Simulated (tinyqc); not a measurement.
Exchange-only LDA atom on a uniform radial grid, spin-unpolarised, for B(2+), step by step. Computed by tinyqc, a small Python program that keeps every step. Settings: Z = 5, points = 128, R = 9.5, functional = Slater exchange alone, mixing = 0.2, iteration cap = 86. Command: `OMP_NUM_THREADS=1 python tinyqc.py 25597 25598 out.jsonl` (the two numbers bound the seeds that draw the settings). One thread of a shared host (Intel(R) Xeon(R) Processor @ 2.60GHz), about 0.3 s of CPU time with the checks. Later iterations appear only in the table of the cycle.

## Iteration 1

Spherical atom on a uniform radial grid r_j = j h with h = R/(N + 1), h sum u^2 = 1 and integrals as h times sums, u(0) = u(R) = 0 (atomic units):
```
parameter           value
Z                       5
points N              128
R                9.500000
h                0.073643
mixing           0.200000
electrons in 1s         2
electrons in 2s         1
```

Three-point differences turn -u''/2 + [l(l+1)/2r^2 - Z/r + V] u = e u into a tridiagonal matrix (diagonal 1/h^2 + potential, off-diagonal -1/2h^2). D = sum f u^2; the Hartree potential y/r solves y'' = -D/r with y(0) = 0, y(R) = N_e; v_xc comes from rho = D/(4 pi r^2); E = sum f e - int D V + int D (V_H/2 + eps_xc); V(new) = V + mixing (V_H + v_xc - V).

eigenvalues (hartree): 1s -12.102800, 2s -3.098958

Every 8th grid point:
```
r             V in     u(1s)      u(2s)         D       V_H       v_xc
0.589147  0.000000  0.714270  -0.486933  1.257468  4.282584  -0.650534
1.178295  0.000000  0.079956  -0.952123  0.919325  2.451056  -0.369182
1.767442  0.000000  0.006713  -0.582207  0.339055  1.687711  -0.202045
2.356589  0.000000  0.000501  -0.257131  0.066117  1.272177  -0.096717
2.945736  0.000000  0.000035  -0.096744  0.009359  1.018353  -0.043438
3.534884  0.000000  2.35e-06  -0.033062  0.001093  0.848679  -0.018803
4.124031  0.000000  1.54e-07  -0.010595  0.000112  0.727443  -0.007945
4.713178  0.000000  9.83e-09  -0.003243  0.000011  0.636513  -0.003301
5.302326  0.000000  6.19e-10  -0.000959  9.19e-07  0.565789  -0.001354
5.891473  0.000000  3.85e-11  -0.000276  7.61e-08  0.509211  -0.000550
6.480620  0.000000         0  -0.000078  6.03e-09  0.462919  -0.000222
7.069767  0.000000         0  -0.000021  4.62e-10  0.424342  -0.000089
7.658915  0.000000         0  -0.000006  3.43e-11  0.391700  -0.000035
8.248062  0.000000         0  -1.57e-06         0  0.363722  -0.000014
8.837209  0.000000         0  -3.99e-07         0  0.339474   0.000000
9.426357  0.000000         0  -3.14e-08         0  0.318257   0.000000
```

total energy = -21.69127210 hartree

## Iteration 2

As before.

eigenvalues (hartree): 1s -11.020339, 2s -2.633590

Every 8th grid point:
```
r             V in     u(1s)      u(2s)         D       V_H       v_xc
0.589147  0.726410  0.735286  -0.425391  1.262248  4.235289  -0.651358
1.178295  0.416375  0.090184  -0.938334  0.896738  2.432822  -0.366134
1.767442  0.297133  0.008412  -0.628308  0.394912  1.683861  -0.212581
2.356589  0.235092  0.000701  -0.304395  0.092657  1.271609  -0.108233
2.945736  0.194983  0.000055  -0.125961  0.015866  1.018285  -0.051794
3.534884  0.165975  4.15e-06  -0.047463  0.002253  0.848672  -0.023928
4.124031  0.143900  3.05e-07  -0.016807  0.000282  0.727443  -0.010807
4.713178  0.126642  2.20e-08  -0.005694  0.000032  0.636513  -0.004805
5.302326  0.112887  1.57e-09  -0.001866  3.48e-06  0.565789  -0.002111
5.891473  0.101732  1.10e-10  -0.000596  3.55e-07  0.509211  -0.000920
6.480620  0.092539         0  -0.000186  3.48e-08  0.462919  -0.000398
7.069767  0.084851         0  -0.000057  3.29e-09  0.424342  -0.000171
7.658915  0.078333         0  -0.000017  3.02e-10  0.391700  -0.000073
8.248062  0.072742         0  -0.000005  2.68e-11  0.363722  -0.000031
8.837209  0.067895         0  -1.45e-06         0  0.339474  -0.000013
9.426357  0.063651         0  -1.20e-07         0  0.318257   0.000000
```

total energy = -21.85078615 hartree

## Convergence

Stop when input and output potentials agree to 1e-7.

Course of the cycle (hartree):
```
iteration             E       e(1s)      e(2s)  largest |V(out) - V(in)|
1          -21.69127210  -12.102800  -3.098958                  7.28e+00
2          -21.85078615  -11.020339  -2.633590                  5.64e+00
3          -21.95426098  -10.180609  -2.280321                  4.37e+00
4          -22.02060135   -9.529177  -2.010923                  3.37e+00
5          -22.06270323   -9.023835  -1.804591                  2.60e+00
6          -22.08919128   -8.631844  -1.645930                  2.01e+00
7          -22.10573473   -8.327805  -1.523487                  1.55e+00
8          -22.11600501   -8.092007  -1.428695                  1.19e+00
9          -22.12234971   -7.909153  -1.355109                  9.14e-01
10         -22.12625406   -7.767371  -1.297852                  7.03e-01
11         -22.12864940   -7.657446  -1.253214                  5.40e-01
...                 ...         ...        ...                       ...
64         -22.13241353   -7.278744  -1.091964                  8.76e-07
65         -22.13241353   -7.278744  -1.091964                  6.93e-07
66         -22.13241353   -7.278744  -1.091964                  5.49e-07
67         -22.13241353   -7.278744  -1.091964                  4.34e-07
68         -22.13241353   -7.278744  -1.091964                  3.43e-07
69         -22.13241353   -7.278744  -1.091964                  2.72e-07
70         -22.13241353   -7.278744  -1.091964                  2.15e-07
71         -22.13241353   -7.278744  -1.091964                  1.70e-07
72         -22.13241353   -7.278744  -1.091964                  1.34e-07
73         -22.13241353   -7.278744  -1.091964                  1.06e-07
74         -22.13241353   -7.278744  -1.091964                  8.41e-08
```

Converged in 74 iterations. A uniform grid resolves the cusp poorly: for a bare nucleus this grid gives 1s at -12.10280 against -Z^2/2 = -12.5 hartree. Before convergence this energy mixes input and output and is not variational, so it may rise towards its limit.
